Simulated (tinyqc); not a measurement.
Carrier statistics of a doped semiconductor with parabolic bands: one step. Effective densities of states.

Constants: hbar^2/2m0 = 3.80998211 eV angstrom^2.

Parameters, chosen for this exercise (near those of GaAs; shifted at random, so the results belong to these values and not to a real crystal):
- ml = 0.0677 m0 (longitudinal electron mass)
- mt = 0.0677 m0 (transverse electron mass)
- Mv = 1 (equivalent valleys)
- mhh = 0.503 m0 (heavy-hole mass)
- mlh = 0.0779 m0 (light-hole mass)

kT = 0.00663535 eV

Problem. m_de = Mv^(2/3) (ml mt^2)^(1/3); m_dh = (mhh^(3/2) + mlh^(3/2))^(2/3); N = 2 (m kB T/(4 pi c))^(3/2) with c = hbar^2/2m0, in 1/angstrom^3; times 1e24 for 1/cm^3.

Give: m_de; m_dh; Nc; Nv.

Solution.

m_de = 0.0677 m0
m_dh = 0.5232 m0
Nc = 5.7479e+16 1/cm^3
Nv = 1.2350e+18 1/cm^3

The light holes supply 5.7 % of Nv, and Nc/Nv = 0.0465.

Run: tinyqc, `OMP_NUM_THREADS=1 python tinyqc.py 1682789 1682790 out.jsonl`; Intel(R) Xeon(R) Processor @ 2.30GHz, one thread, shared host; about 0.01 s of CPU time with all checks.
